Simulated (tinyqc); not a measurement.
MOS structure on a p-type body, non-linear Poisson equation by Newton steps: effect of the electron quasi-Fermi potential against the body on threshold, swing and body effect.

One dimension, insulator interface at x = 0, acceptor density Na, uniform, net doping C = -(acceptor density). psi is counted from the intrinsic level: n = ni exp((psi - Vb)/Vt), p = ni exp(-psi/Vt); deep in the body psi_b = -Vt ln(Na/ni). The gate acts through Cox = eps0 eox/tox and has the potential psi_G = Vg - (phiM - chi - Vt ln(Nc/ni)). Boltzmann statistics, full ionisation, classical densities, no oxide or interface charge.

ni = sqrt(Nc Nv) exp(-Eg/(2 Vt)), Eg in volts. The Poisson equation d/dx(eps0 eps_r dpsi/dx) = -q (p - n + C), with eps0 eps_r dpsi/dx = -Cox (psi_G - psi_0) at x = 0, is solved on a mesh of about 600 nodes or more. N_inv is the integral of n less its value deep in the body. VT is the Vg at which N_inv = 2e11 cm^-2. m = 1/(dpsi_0/dVg) at N_inv = 1e8 cm^-2; the swing is the Vg between N_inv = 1e8 and 1e9 cm^-2; body coefficient [VT(Vb + 0.05 V) - VT(Vb)]/0.05 V - 1.

Values chosen for this exercise; band and dielectric values close to those of silicon: temperature T = 300 K; band gap Eg = 1.11 eV; relative permittivity eps_r = 11.5; conduction-band density of states at T Nc = 2.76e19 cm^-3; valence-band density of states at T Nv = 2.64e19 cm^-3; electron affinity chi = 3.98 eV; acceptor density deep in the body Na = 2.9e17 cm^-3; relative permittivity of the gate insulator (close to silicon nitride) eox = 7.65; insulator thickness tox = 6.7 nm; gate work function phiM = 4.11 eV.

Constants: q = 1.602176634e-19 C, kB = 1.380649e-23 J/K, Vt = kB T/q, eps0 = 8.8541878128e-14 F/cm where lengths are in cm. Results are converted to the units shown.

Effect of the electron quasi-Fermi potential against the body on threshold, swing and body effect:
```
Vb (V)	VT (V)	psi_0 - psi_b at VT (V)	m - 1	swing (mV/decade)	body coefficient
0	0.386	0.929	0.182	71.6	0.174
0.3	0.735	1.23	0.152	69.5	0.149
0.6	1.08	1.54	0.133	68.2	0.132
0.9	1.42	1.84	0.120	67.3	0.120
1.2	1.75	2.14	0.111	66.6	0.111
1.5	2.08	2.44	0.103	66.1	0.103
1.8	2.41	2.74	0.0965	65.7	0.0970
```

What does the comparison show?

As Vb goes from 0 to 1.8, VT rises from 0.386 to 2.41 V, the swing falls from 71.6 to 65.7 mV/decade and the body coefficient falls from 0.174 to 0.0970. The swing stays within 1.7 % of m Vt ln 10, and the body coefficient within 0.0078 of m - 1.

Numbers from tinyqc (`OMP_NUM_THREADS=1 python tinyqc.py 2080018 2080019 out.jsonl`; about 0.4 s on one thread of a shared Intel Xeon 2.30GHz).
